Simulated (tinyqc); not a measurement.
Hot electrons in a saturated n-channel MOSFET, lucky-electron model: effect of the oxide thickness.

Beyond pinch-off the lateral field grows as Esat cosh(y/l) over the velocity-saturated region (pseudo-two-dimensional model). Impact ionisation in this region gives the substrate current, which biases the body forward through Rsub. Currents are per width. Local-field laws: they overstate ionisation when the field peak is narrower than an energy relaxation length.

Cox = 3.9 eps0/tox, l = sqrt(3 tox xj), Esat = 2 vs/mu. Overdrive g = Vg - VT + kb Vb; Vdsat = g Esat L/(g + Esat L); Id = Cox vs (g - Vdsat); dV = Vd - Id Rd - Vdsat; Em = sqrt((dV/l)^2 + Esat^2); Isub = Id (Ai/Bi) l Em exp(-Bi/Em). Vb = Rsub Isub is solved self-consistently. Lifetime tau = (Hl/Id)(Isub/Id)^(-m); 1 year = 3.15576e7 s.

Parameters, values chosen for the exercise; values close to those of silicon n-channel devices:

| symbol | value | unit | meaning |
|---|---|---|---|
| L | 1.2 | um | channel length |
| xj | 470 | nm | junction depth |
| VT | 0.71 | V | threshold |
| mu | 360 | cm^2/(V s) | effective mobility |
| vs | 9.6e6 | cm/s | saturation velocity |
| Ai | 2e6 | 1/cm | ionisation prefactor |
| Bi | 1.74 | MV/cm | ionisation field |
| Rd | 0 | ohm um | resistance of the lightly doped drain |
| Rsub | 16000 | ohm um | substrate resistance |
| kb | 0.45 |  | fall of VT per volt of forward body bias |
| m | 2.7 |  | lifetime exponent |
| Hl | 12000 | s uA/um | lifetime constant |
| Vd | 4.4 | V | drain voltage |
| Vg | 2.2 | V | gate voltage |

Constants: eps0 = 8.8541878128e-14 F/cm where lengths are in cm. Results are converted to the units shown.

Results:
```
tox (nm)  Id (uA/um)  Em (MV/cm)  Isub (uA/um)   Isub/Id  tau (years)
13             71.88      0.2416        0.2014  0.002802        41.22
17             54.90      0.2129       0.05870  0.001069        727.7
20             46.65      0.1974       0.02638  5.654e-4         4785
31             30.09      0.1617      0.002480  8.242e-5      1.344e6
39             23.92      0.1462      6.374e-4  2.665e-5      3.565e7
48             19.43      0.1338      1.743e-4  8.970e-6      8.298e8
```

Estimate the missing row, tox = 25 nm.

Computed row:
```
tox (nm)  Id (uA/um)  Em (MV/cm)  Isub (uA/um)   Isub/Id  tau (years)
25             37.31      0.1781      0.008221  2.203e-4      7.620e4
```

With this row back in the table: As tox goes from 13 to 48 nm, Em falls from 0.242 to 0.134 MV/cm, Isub falls from 0.201 to 1.74e-4 uA/um and tau rises from 41.2 to 8.30e8 years. From the first row to the last, log10(tau) changes by 7.3: 6.7 from (Isub/Id)^(-m), which holds Em and l, and 0.57 from 1/Id. For tox = 20 to 48 nm tau is a far extrapolation that only says that hot carriers are no limit.

Computed by the program tinyqc: `OMP_NUM_THREADS=1 python tinyqc.py 2550107 2550108 out.jsonl`, one thread of a shared Intel Xeon 2.30GHz, about 0.01 s for the whole run.
